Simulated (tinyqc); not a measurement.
Double-gate transistor below threshold, two-dimensional Poisson equation on a small mesh: two steps of the calculation.

Half of a symmetric double-gate structure: row 0 is the mid-plane of the body, where the normal field vanishes. Mobile charge is neglected (subthreshold), the body is fully depleted, and potentials are counted from the intrinsic level; rows run upward to the gate, columns from source to drain.

Inputs (values chosen for the exercise):

| symbol | value | unit | meaning |
|---|---|---|---|
| T | 300 | K | temperature |
| Vbi | 0.57 | V | potential of the source |

Constants: q = 1.602176634e-19 C, kB = 1.380649e-23 J/K, Vt = kB T/q. Results are converted to the units shown.

Question 1. Jacobi sweep. Free nodes: rows 0..2, columns 1..3, taken row by row from row 0, left to right. t = (up psi(above) + dn psi(below) + lat [psi(left) + psi(right)] + s)/(up + dn + 2 lat), with all neighbours from the previous sweep; psi(new) = t.

psi at the start (fixed values on the edges, free nodes at zero) (V):
```
             j=0        j=1        j=2        j=3        j=4
row 0  0.5700000  0.0000000  0.0000000  0.0000000  1.2700000
row 1  0.5700000  0.0000000  0.0000000  0.0000000  1.2700000
row 2  0.5700000  0.0000000  0.0000000  0.0000000  1.2700000
row 3  0.0800000  0.0800000  0.0800000  0.0800000  0.0800000
```

up, row 0 to 2: [68, 68, 14.625000]
dn, row 0 to 2: [0, 68, 68]
lat, row 0 to 2: [1.36, 2.72, 1.88]
s, row 0 to 2 (V): [-0.18321317, -0.36642635, -0.18321317]

Find: psi after iteration 1.

Answer 1.

psi after iteration 1 (V):
```
         j=0    j=1     j=2    j=3    j=4
row 0  0.570  0.008  -0.003  0.022  1.270
row 1  0.570  0.008  -0.003  0.022  1.270
row 2  0.570  0.024   0.011  0.039  1.270
row 3  0.080  0.080   0.080  0.080  0.080
```

Question 2. Barrier, swing and barrier lowering. The barrier is read along row 0, the path farthest from the gate. Take the node j of lowest psi: barrier Vbi - psi_j; swing Vt ln 10/(d psi_j/dVg); DIBL = (d psi_j/dVd)/(d psi_j/dVg). The derivatives solve the same equations with s = 0 and a unit change of that voltage.

converged psi (V):
```
             j=0        j=1        j=2        j=3        j=4
row 0  0.5700000  0.1876475  0.1425307  0.3656640  1.2700000
row 1  0.5700000  0.1835970  0.1398600  0.3547342  1.2700000
row 2  0.5700000  0.1712286  0.1322335  0.3211774  1.2700000
row 3  0.0800000  0.0800000  0.0800000  0.0800000  0.0800000
```

d psi/dVg on row 0: j=0 0.00000000, j=1 0.71286346, j=2 0.86235069, j=3 0.71286346, j=4 0.00000000
d psi/dVd on row 0: j=0 0.0000000, j=1 0.0164136, j=2 0.0688247, j=3 0.2707229, j=4 1.0000000

Find: j; barrier; swing; DIBL.

Answer 2.

j = 2
barrier = 0.42747 V
swing = 69.028 mV/decade
DIBL = 79.811 mV/V

Numbers from tinyqc (`OMP_NUM_THREADS=1 python tinyqc.py 2480153 2480154 out.jsonl`; about 0.2 s on one thread of a shared Intel Xeon 2.30GHz).
